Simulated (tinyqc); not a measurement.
Equilibrium crystal shape, supported particles, Gibbs-Thomson effect and coarsening: one step, computed by the program tinyqc.

A cubic crystal bounded by {100}, {110} and {111} facets only.

Question. Gibbs-Thomson solubility and coarsening. Spherical precipitates of nearly pure solute with atomic volume Omega: x(r) = x_inf exp(l/r), l = 2 gamma_i Omega/(k_B T). Diffusion-limited coarsening at small volume fraction (Lifshitz-Slyozov-Wagner): r^3 = r0^3 + K t, K = (4/9) D x_inf l; the number density falls as (r0/r)^3. The steady size distribution is assumed from the start, and D and x_inf are inputs that do not follow T.

Inputs (values chosen for the exercise, for a model metal):

| quantity | value | unit |
|---|---|---|
| temperature T | 850 | K |
| precipitate interface energy gamma_i | 0.57 | J/m^2 |
| solubility x_inf at a flat interface | 0.00059 | - |
| diffusivity D | 1.4e-17 | m^2/s |
| mean radius at the start r0 | 3.4 | nm |
| time t | 990000 | s |

Omega = 13.93574 angstrom^3

Constants: k_B = 1.380649e-23 J/K.

Give: capillary length l; x(r0)/x_inf; rate constant K; mean radius at t; number density over its start.

Answer.

capillary length l = 1.3537 nm

x(r0)/x_inf = 1.4891

rate constant K = 0.0049697 nm^3/s

mean radius at t = 17.053 nm

number density over its start = 0.0079253

The time to double the radius is 7 r0^3/K = 55000 s; t is 18 times that. Caution: l is not small against r0, so the linearised Gibbs-Thomson law behind the coarsening rate is rough.
